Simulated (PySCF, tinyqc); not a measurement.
RHF in the sto-3g basis, for H2, spin multiplicity 1, step by step. This run ends on a higher stationary point, not on the lowest solution. The lowest restricted solution is unstable here: a spin-polarised one lies 0.0414 hartree lower (PySCF). Computed by tinyqc, a small Python program that keeps every step (integrals from PySCF). Settings: charge = 0, multiplicity = 1, basis = sto-3g, energy threshold = 1e-09, iteration cap = 89, orthogonalisation = canonical, start = highest core orbitals, DIIS depth = 6, damping = 0.7, method = RHF. Command: `OMP_NUM_THREADS=1 python tinyqc.py 21977 21978 out.jsonl` (the two numbers bound the seeds that draw the settings). One thread of a shared host (Intel(R) Xeon(R) Processor @ 2.60GHz), about 0.03 s of CPU time with the checks.

Geometry (angstrom):
```
atom       x       y       z
H     0.0000  0.0000  0.0000
H     0.0000  0.0000  1.4740
```

Stop when the energy changes by less than 1e-09 hartree and every element of the error matrix X^T (F D S - S D F) X is below 9e-06.

Course of the cycle:
```
iteration  E (hartree)  change  largest element of the error matrix
1            -0.382104       -                             1.89e-17
2            -0.382104  0.0000                             1.89e-17
```

Can the last value be used, and what does the course show?

No, though the log alone does not show it. Converged in 2 iterations. But the solution lies 0.53660 hartree above the reference: it is another stationary point, not the lowest restricted one. Reruns (cap 100 unless said): DIIS 8: converged in 2 to a higher stationary point; damping 0.5: converged in 2 to a higher stationary point; level shift 0.5: converged in 2 to a higher stationary point; atomic densities as start, DIIS 8: converged in 3. PySCF RHF in the same basis = -0.918705 hartree.
